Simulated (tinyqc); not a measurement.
Inside a calculation. Method: tight binding, honeycomb lattice. One step of it, computed by the program tinyqc.

Task: Levels at k. Diagonalise the Hermitian matrix.

H(k) at k (eV):
```
                     A                    B
A             0.481891  -1.749595-0.110075i
B  -1.749595+0.110075i             0.481891
```

Give: eigenvalues; weights |c|^2 of the basis functions.

Result:

eigenvalues (eV): -1.271  2.235

weights |c|^2 of the basis functions:
```
   band 1  band 2
A   0.500   0.500
B   0.500   0.500
```
